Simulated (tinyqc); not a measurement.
# Permittivity and interface capacitance from two thicknesses

Inverse problem. 1/C = t/(eps0 ek) + 2/ci for planar capacitors that differ only in thickness. Find ek, ci and the EOT of the interfaces, 2 x 3.9 eps0/ci.

Constants: eps0 = 8.8541878128e-14 F/cm where lengths are in cm. Results are converted to the units shown.

C at t = 9 and 27 nm (uF/cm^2): [0.88741717, 0.29710774]

Answer. 1/C is a straight line in t: the slope gives ek and the intercept 2/ci. A single thickness would give only the effective permittivity; when the interfaces are a small part of 1/C, ci needs very accurate data.

ek = 9.080
ci = 270.0 uF/cm^2
EOT of the interfaces = 0.02558 nm

Computed by the program tinyqc: `OMP_NUM_THREADS=1 python tinyqc.py 2102124 2102125 out.jsonl`, one thread of a shared Intel Xeon 2.30GHz, about 0.01 s for the whole run.
